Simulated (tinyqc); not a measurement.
Field-effect mobility of a thin-film transistor with band-tail and deep states (multiple trapping). Inputs raised by 10 %, one at a time. Computed by tinyqc, a small Python program. Command: `OMP_NUM_THREADS=1 python tinyqc.py 3020665 3020666 out.jsonl tft sens`. One thread of a shared host (Intel(R) Xeon(R) Processor @ 2.30GHz), about 0.1 s of CPU time with the checks.

A thick film in accumulation at small drain voltage. Only free electrons move; trapped ones still screen the gate. N_c and mu_0 are held fixed when T changes, leaving out the T^(3/2) growth of N_c. x = E_0 - psi is the distance of the Fermi level below the band edge.

Inputs (values chosen for the exercise, modelled on nanocrystalline ZnO):
```
quantity                                           value         unit
permittivity eps                                     8.5            -
effective density of states N_c                  4.2e+18       1/cm^3
band mobility mu_0                                    36   cm^2/(V s)
tail density at the edge g_t                     1.3e+20  1/(eV cm^3)
tail width E_t                                        58          meV
flat-band Fermi level below the edge, E_0           0.64           eV
equivalent oxide thickness t                          58           nm
surface band bending psi_s as a fraction of E_0     0.85            -
temperature T                                        200            K
```

Deep states: none.

Constants: k_B = 8.617333262e-05 eV/K; e = 1.602176634e-19 C; eps_0 = 8.8541878128e-12 F/m.

Method:
- F_j(eta) = int_0^infinity x^j/(1 + exp(x - eta)) dx, without a gamma-function factor.
- Integrals over x = E/(k_B T) use 160 Gauss-Legendre points in u = sqrt(x) from 0 to sqrt(max(eta, 0) + 32).
- Free n(x) = N_c (2/sqrt(pi)) F_1/2(-x/k_B T), with F_1/2 from its two-term series in exp(-x/k_B T) for x >= 12 k_B T; tail n_t(x) = int_0^1.2eV g_t exp(-E/E_t)/(1 + exp((x - E)/k_B T)) dE, E counted down from the edge, 120 Gauss-Legendre points; space charge rho(psi) = n + n_t less its value at psi = 0.
- Poisson: F(psi) = sqrt((2 e/(eps eps_0)) int_0^psi rho dpsi'); V_G - V_FB = psi_s + eps F(psi_s) t/3.9; free sheet density N_f = int (n - n(E_0))/F dpsi; induced sheet density N_i = eps eps_0 F(psi_s)/e; trapezoid rule on 301 even points in psi, the first interval left out of N_f.
- mu_eff = mu_0 N_f/N_i; field-effect mobility mu_FE = mu_0 e (dN_f/dV_G)/C_ox and swing S = dV_G/dlog10(N_f), by a central difference of +/- 2 mV in psi_s; C_ox = 3.9 eps_0/t.

Runs; columns: (1) input moved; (2) from; (3) to; (4) effective mobility mu_eff (cm^2/(V s)); (5) V_G - V_FB (V); (6) swing S (mV/decade); (7) free sheet density N_f (1/cm^2):
```
(1)                                             (2)       (3)      (4)     (5)     (6)         (7)
base run                                          -         -  0.06011  3.1134  1082.7  1.5942e+09
effective density of states N_c (1/cm^3)    4.2e+18  4.62e+18  0.06610  3.1138  1083.6  1.7534e+09
band mobility mu_0 (cm^2/(V s))                  36      39.6  0.06612  3.1134  1082.7  1.5942e+09
tail density at the edge g_t (1/(eV cm^3))  1.3e+20  1.43e+20  0.05465  3.2385  1132.4  1.5201e+09
tail width E_t (meV)                             58      63.8  0.04326  3.5492  1131.3  1.3419e+09
equivalent oxide thickness t (nm)                58      63.8  0.06011  3.3704  1186.3  1.5942e+09
temperature T (K)                               200       220  0.10802  3.1557  1231.5  2.9119e+09
permittivity eps                                8.5      9.35  0.06011  3.2388  1133.3  1.6720e+09
```

Exponents ln(y'/y) / ln(x'/x):
```
input                            effective mobility mu_eff  V_G - V_FB  swing S  free sheet density N_f
effective density of states N_c                      0.998       0.001    0.009                   0.999
band mobility mu_0                                   1.000       0.000    0.000                   0.000
tail density at the edge g_t                        -0.998       0.413    0.471                  -0.499
tail width E_t                                      -3.451       1.374    0.461                  -1.807
equivalent oxide thickness t                         0.000       0.832    0.959                   0.000
temperature T                                        6.150       0.141    1.351                   6.321
permittivity eps                                     0.000       0.414    0.479                   0.500
```

To which inputs is each result most sensitive?

Among the inputs moved here: effective mobility mu_eff answers most in size to temperature T (exponent +6.150), next to tail width E_t (-3.451); its exponent is below 0.0005 for equivalent oxide thickness t, permittivity eps. Its exponent +1.000 in band mobility mu_0: trapping only scales mu_0. Its exponent -0.998 in tail density at the edge g_t: the tail holds nearly all the charge. V_G - V_FB answers most in size to tail width E_t (exponent +1.374), next to equivalent oxide thickness t (+0.832); its exponent is below 0.0005 for band mobility mu_0. Swing S answers most in size to temperature T (exponent +1.351), next to equivalent oxide thickness t (+0.959); its exponent is below 0.0005 for band mobility mu_0. Free sheet density N_f answers most in size to temperature T (exponent +6.321), next to tail width E_t (-1.807); its exponent is below 0.0005 for band mobility mu_0, equivalent oxide thickness t.
